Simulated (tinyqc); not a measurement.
Semiconducting tubes compared: carbon nanotube by zone folding.

Circumference C = n a1 + m a2, a = sqrt3 acc; d = a sqrt(n^2 + nm + m^2)/pi; tan(theta) = sqrt3 m/(2n + m); dR = gcd(2n + m, 2m + n); T = t1 a1 + t2 a2 with t1 = (2m + n)/dR, t2 = -(2n + m)/dR, |T| = sqrt3 pi d/dR; N = 2 (n^2 + nm + m^2)/dR hexagons a cell. On cutting line mu = 0 to N - 1 at x = k|T|/(2 pi) the phases are p1 = 2 pi (-t2 mu + m x)/N, p2 = 2 pi (t1 mu - n x)/N, and E = -/+ t |1 + exp(i p1) + exp(i p2)|.

Parameters, chosen for this exercise (out of a larger set: near those used for carbon; not measured data): t = 2.72 eV (hopping); acc = 1.44 angstrom (bond length); tubes = ((10, 6), (15, 10), (16, 5), (13, 2), (11, 10), (6, 5), (10, 2)) (pairs (n, m)).

E11 and E22 are twice the two lowest band edges; the cone gives E11 d = 2 t acc and E22/E11 = 2.

Cases:

| (n,m) |
|---|
| (10,6) |
| (15,10) |
| (16,5) |
| (13,2) |
| (11,10) |
| (6,5) |
| (10,2) |

Rank the cases by E11 (eV), lowest first.

Answer: (15,10), (16,5), (11,10), (10,6), (13,2), (10,2), (6,5).

Tubes:

| (n,m) | d (angstrom) | theta (deg) | (n - m) mod 3 | E11 (eV) | E22 (eV) | E11 d/(2 t acc) | E22/E11 |
|---|---|---|---|---|---|---|---|
| (10,6) | 11.11 | 21.8 | 1 | 0.6968 | 1.4200 | 0.989 | 2.038 |
| (15,10) | 17.30 | 23.4 | 2 | 0.4544 | 0.8932 | 1.004 | 1.966 |
| (16,5) | 15.08 | 13.2 | 2 | 0.5252 | 1.0096 | 1.011 | 1.922 |
| (13,2) | 11.20 | 7.1 | 2 | 0.7126 | 1.3369 | 1.019 | 1.876 |
| (11,10) | 14.44 | 28.4 | 1 | 0.5407 | 1.0804 | 0.997 | 1.998 |
| (6,5) | 7.57 | 27.0 | 1 | 1.0232 | 2.0386 | 0.989 | 1.992 |
| (10,2) | 8.84 | 8.9 | 2 | 0.9056 | 1.6728 | 1.022 | 1.847 |

E11 follows 1/d first. For mod 1 the scaled E11 lies below one (0.989 to 0.997) and E22/E11 on both sides of two (1.992 to 2.038). For mod 2 the scaled E11 lies above one (1.004 to 1.022) and E22/E11 below two (1.847 to 1.966). The largest departure of the scaled E11 is that of (10,2); warping acts as cos(3 theta)/d, most for thin tubes near zigzag. Below about 8 angstrom curvature, left out of zone folding, changes the gaps further.

(tinyqc, `OMP_NUM_THREADS=1 python tinyqc.py 1450970 1450971 out.jsonl`, Intel(R) Xeon(R) Processor @ 2.30GHz, 1 thread, shared host, about 0.06 s.)
